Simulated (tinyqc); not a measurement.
Capacitance measurement on a leaky thin oxide: effects of series resistance and leakage: two steps of the calculation.

The device is a capacitance C in parallel with a leakage conductance G, in series with Rs and Ls. An impedance meter reports either a parallel pair (Cp, Gp) from Y = 1/Z = Gp + i w Cp or a series pair (Cs, Rm) from Z = Rm + 1/(i w Cs); w = 2 pi f, dissipation D = Gp/(w |Cp|).

Inputs (values chosen for the exercise); values of the order met in thin-oxide MOS capacitors:
```
symbol  value    unit                                                                 meaning
eox      7.33          relative permittivity of the gate insulator (close to silicon nitride)
tox       2.1      nm                                                     insulator thickness
A       10000    um^2                                                               gate area
zc       0.27      nm              oxide-equivalent thickness added by the accumulation layer
zp       0.34      nm                      oxide-equivalent thickness added by gate depletion
Jg       0.46  A/cm^2              gate leakage current density, not matched to the thickness
Vs       0.16       V                               voltage for an e-fold rise of the leakage
Rs        240     ohm                                                       series resistance
Ls          0      nH                                                       series inductance
f         1e6      Hz                                                     measuring frequency
```

Constants: eps0 = 8.8541878128e-14 F/cm where lengths are in cm. Results are converted to the units shown.

Problem 1. True capacitance and conductance. EOT = 3.9 tox/eox; CET = EOT + zc + zp; C = 3.9 eps0 A/CET; G = Jg A/Vs.

Wanted: EOT; CET; C; G.

Solution 1.

EOT = 1.117 nm
CET = 1.727 nm
C = 199.9 pF
G = 287.5 uS

Problem 2. What the meter reports. Z = Rs + i w Ls + 1/(G + i w C).

C = 199.91207 pF
G = 287.5 uS

Find: Z; Cp; Gp; Cs; D.

Solution 2.

Z = 413.2-756.5i ohm
Cp = 162.1 pF
Gp = 556.1 uS
Cs = 210.4 pF
D = 0.5461

Cp is 19 % below C and Cs is 5.2 % above it; G Rs = 0.0690, w C Rs = 0.301 and G/(w C) = 0.229.

Program tinyqc, `OMP_NUM_THREADS=1 python tinyqc.py 2022079 2022080 out.jsonl`; Intel Xeon 2.30GHz, shared host, one thread, about 0.01 s.
